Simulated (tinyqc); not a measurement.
# Free and trapped electrons in a MOS channel with a dense trap tail: effect of the decay energy of the tail

p-type body, charge-sheet picture, full ionisation (an idealisation for deep acceptors), Boltzmann statistics for free electrons. e = Ec - EF at the surface. Acceptor-like traps of density D(E) = D0 + De exp(-E/Ew) at depth E below Ec, from 0 to Eu, hold n_t = integral of D(E)/(1 + exp((e - E)/Vt)). psi = Eg - Vt ln(Nv/Na) - e; N_dep = sqrt(2 eps0 eps_r Na (psi - Vt)/q); n_f = sqrt(N_dep^2 + 2 eps0 eps_r Vt Nc exp(-e/Vt)/q) - N_dep; Vg = Vfb + psi + q (N_dep + n_t + n_f)/Cox, Cox = eps0 eox/tox.

VT is the Vg for n_f = 1e11 cm^-2; swing ln 10 n_f/(dn_f/dVg) at n_f = 1e8 cm^-2; the last three columns are for Vg = VT + 3.2 V, with free share n_f/(n_f + n_t) and field-effect mobility mf q (dn_f/dVg)/Cox; there EF is near the band edge, where Boltzmann statistics are rough.

Parameters, values chosen for the exercise; band and dielectric values close to those of 4H silicon carbide: temperature T = 300 K; band gap Eg = 3.21 eV; relative permittivity eps_r = 9.89; conduction-band density of states at T Nc = 1.67e19 cm^-3; valence-band density of states at T Nv = 2.46e19 cm^-3; relative permittivity of the insulator eox = 3.9; insulator thickness tox = 40 nm; acceptor density Na = 8.7e15 cm^-3; flat-band voltage without trapped charge Vfb = -2.12 V; constant background density of acceptor-like traps D0 = 1.6e11 cm^-2 eV^-1; density of the tail at the conduction edge De = 5.2e12 cm^-2 eV^-1; depth below Ec down to which the traps reach Eu = 0.57 eV; mobility of free electrons mf = 110 cm^2/(V s).

Constants: q = 1.602176634e-19 C, kB = 1.380649e-23 J/K, Vt = kB T/q, eps0 = 8.8541878128e-14 F/cm where lengths are in cm. Results are converted to the units shown.

Effect of the decay energy of the tail:
```
Ew (eV),e at VT (eV),VT (V),q n_t/Cox at VT (V),swing (mV/decade),n_f (cm^-2),free share (%),field-effect mobility (cm^2/(V s))
0.03,0.09609,2.118,0.1725,88.69,1.659e12,89.33,105.2
0.05,0.09609,2.189,0.2429,92.02,1.609e12,84.83,104.0
0.07,0.09609,2.293,0.3474,102.2,1.571e12,80.45,103.3
0.09,0.09609,2.420,0.4739,118.7,1.543e12,76.34,102.7
0.11,0.09609,2.559,0.6129,139.1,1.522e12,72.59,102.2
0.13,0.09609,2.703,0.7573,161.1,1.506e12,69.22,101.9
0.15,0.09609,2.848,0.9024,183.5,1.492e12,66.22,101.6
0.17,0.09609,2.991,1.045,205.4,1.481e12,63.56,101.4
```

As Ew goes from 0.03 to 0.17, VT rises from 2.12 to 2.99 V, its part due to traps rises from 0.172 to 1.04 V, the swing rises from 88.7 to 205 mV/decade and the field-effect mobility falls from 105 to 101 cm^2/(V s).

Computed by the program tinyqc: `OMP_NUM_THREADS=1 python tinyqc.py 2222219 2222220 out.jsonl`, one thread of a shared Intel Xeon 2.30GHz, about 0.02 s for the whole run.
